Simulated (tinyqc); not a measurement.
Wider gaps screen less: band offset of a heterojunction with an interface dipole (two-band chains, self-consistent charge).

Sites alternate A, C. Left: A at -G1/2, C at +G1/2, hopping -t1; right: A at D - G2/2, C at D + G2/2, hopping -t2; the bonds across the two interfaces of a ring (C left to A right, C right to A left) have -sqrt(t1 t2). D is the offset of the mid-gaps, so Ev(right) - Ev(left) = D - (G2 - G1)/2 and Ec(right) - Ec(left) = D + (G2 - G1)/2. The closing bond has its sign reversed (antiperiodic ring). Half the levels are filled with two electrons each. The charge moved is q = (electrons on the left) less one a site; the mean over the two interfaces, q/2, is taken as the charge that crosses each, and its dipole opposes the offset: D = D0 - u q/2.

From here on the ring has 24 cells a side.

Values chosen for the exercise (gaps near those of Si and HfO2; the chains and D0 are free models, so the offsets are not those of the real pair; not measured data): G1 = 1.13 eV (gap on the left); t1 = 1.6 eV (hopping on the left); t2 = 1.75 eV (hopping on the right); u = 5 eV (potential step per electron moved across).

G2 is varied. chi = (q(+0.01) - q(-0.01))/0.02 at D = 0, S = 1/(1 + u chi/2).

Against G2:

| G2 (eV) | chi (1/eV) | S |
|---|---|---|
| 0.7 | 0.58765 | 0.4050 |
| 1.1 | 0.48044 | 0.4543 |
| 1.5 | 0.40645 | 0.4960 |
| 2.3 | 0.30692 | 0.5658 |
| 3.4 | 0.22125 | 0.6439 |
| 5.5 | 0.12895 | 0.7562 |
| 9.0 | 0.05983 | 0.8699 |

Give the missing row, G2 (eV) = 7.0.

Computed row:
```
G2 (eV)  chi (1/eV)       S
7.0         0.09124  0.8143
```

chi falls from 0.5877 to 0.0598 1/eV, a factor 9.8, and S rises from 0.405 to 0.870: charge crosses through the tails of states that tunnel into the other gap, and these shorten as the gap widens. u is kept fixed, though a wider gap also screens less and would raise it.

tinyqc: `OMP_NUM_THREADS=1 python tinyqc.py 1482291 1482292 out.jsonl`; about 0.4 s, one thread, shared Intel(R) Xeon(R) Processor @ 2.30GHz.
